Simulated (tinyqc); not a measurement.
Size effects in the resistivity of thin metal films and interconnect lines: one step, computed by the program tinyqc.

Electrons lose their drift at surfaces (a share 1 - p of the hits) and at grain boundaries (reflection R), besides bulk scattering.

Question. Grain boundaries. Mayadas-Shatzkes: alpha = (lambda/D) R/(1 - R); rho_b/rho = 1 - 3 alpha/2 + 3 alpha^2 - 3 alpha^3 ln(1 + 1/alpha).

Inputs (values chosen for the exercise, modelled on platinum): bulk mean free path lambda = 7.32 nm; grain-boundary reflection R = 0.16.

Geometry: film.

grain size D = 7.426 nm

Give: alpha; rho/rho_b from grains.

Answer.

alpha = 0.1878

rho/rho_b from grains = 1.270

The linear estimate 1 + 3 alpha/2 gives 1.282, within 2 %.
